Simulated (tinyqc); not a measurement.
Which mechanism rules? Model: leakage currents through a thin dielectric. Computed by tinyqc, a small Python program. Command: `OMP_NUM_THREADS=1 python tinyqc.py 3028551 3028552 out.jsonl leak walk`. One thread of a shared host (Intel(R) Xeon(R) Processor @ 2.30GHz), about 0.05 s of CPU time with the checks.

Electrons leave an electrode with Fermi energy E_F above its band bottom; barriers are counted from the Fermi level, and both electrodes are alike. They cross the interlayer first.

Inputs (values chosen for the exercise, modelled on Ta2O5):
```
quantity,value,unit
barrier height phi_B,0.787,eV
tunnelling mass m,0.34,m_0
static permittivity k,25.6,-
optical permittivity k_o,4.52,-
trap depth phi_t,0.9,eV
Poole-Frenkel prefactor sigma_0,2e-07,S/cm
thickness t,2.4,nm
electrode Fermi energy E_F,5,eV
electrode mass m_e,0.3,m_0
voltage V,0.53,V
temperature T,300,K
interlayer thickness t_i,0.87,nm
interlayer barrier phi_i,3.18,eV
interlayer mass m_i,0.39,m_0
interlayer permittivity k_i,3.6,-
```

Stack: dielectric on an interlayer.

Constants: e = 1.602176634e-19 C; eps_0 = 8.8541878128e-12 F/m; k_B = 8.617333262e-05 eV/K; m_0 = 9.1093837015e-31 kg; k_B = 1.380649e-23 J/K; h = 6.62607015e-34 J s; hbar = 1.054571817e-34 J s.

Method:
- Fields: F_i = V/(t_i + t k_i/k), F = F_i k_i/k; equivalent oxide thickness 3.9 (t/k + t_i/k_i).
- WKB: a layer of mass m, field F and barrier b(x) = b_0 - e F x gives the exponent (4 sqrt(2 m)/(3 hbar e F)) [b_0^(3/2) - max(b_0 - e F t, 0)^(3/2)] for b_0 > 0; b_0 = barrier - (E - E_F), less e F_i t_i for the second layer; the transmission is D(E) = exp(-sum of exponents), without image force.
- Tsu-Esaki: J = (e m_e k_B T/(2 pi^2 hbar^3)) int D(E) ln[(1 + exp((E_F - E)/k_B T))/(1 + exp((E_F - eV - E)/k_B T))] dE over the normal energy E (its change with the mass at an interface is neglected) from max(0, E_F - 3 eV) to E_F + largest barrier, by 100 Gauss-Legendre points in each part, split at E_F - 0.3 eV (if inside the range) and E_F + 8 k_B T.
- Schottky emission J = A T^2 exp(-(phi_B - sqrt(e^3 F/(4 pi k_o eps_0)))/k_B T), A = 4 pi e m k_B^2/h^3 with the tunnelling mass; Poole-Frenkel J = sigma_0 F exp(-(phi_t - sqrt(e^3 F/(pi k_o eps_0)))/k_B T); both use the field F of the dielectric and ignore the interlayer.

Current densities (A/cm^2):
```
V (V),F (MV/cm),tunnelling,Schottky,Poole-Frenkel
0.11,0.12811,1.3176e-02,2.6164e-06,2.7269e-15
0.19,0.22127,3.1034e-02,5.6882e-06,2.2261e-14
0.27,0.31444,6.3908e-02,1.0614e-05,1.1015e-13
0.37,0.43090,1.5240e-01,2.0549e-05,5.6574e-13
0.45,0.52407,3.1221e-01,3.2747e-05,1.7474e-12
0.53,0.61724,6.7145e-01,5.0145e-05,4.8259e-12
0.64,0.74534,2.2274e+00,8.5737e-05,1.7036e-11
0.80,0.93168,2.5765e+01,1.7327e-04,8.6971e-11
```

What does the comparison show, and why?

The largest current is tunnelling from 0.110 to 0.800 V. Over the table tunnelling grows by 3.3 decades, Schottky by 1.8 and Poole-Frenkel by 4.5. A plot of ln(J/F) against sqrt(F) for the Poole-Frenkel column has the slope 13.81 per sqrt(MV/cm), from which k_o follows; reading it as Schottky emission would give about k_o/4.

Extremes, crossings and ranges named in words are read from the listed rows.
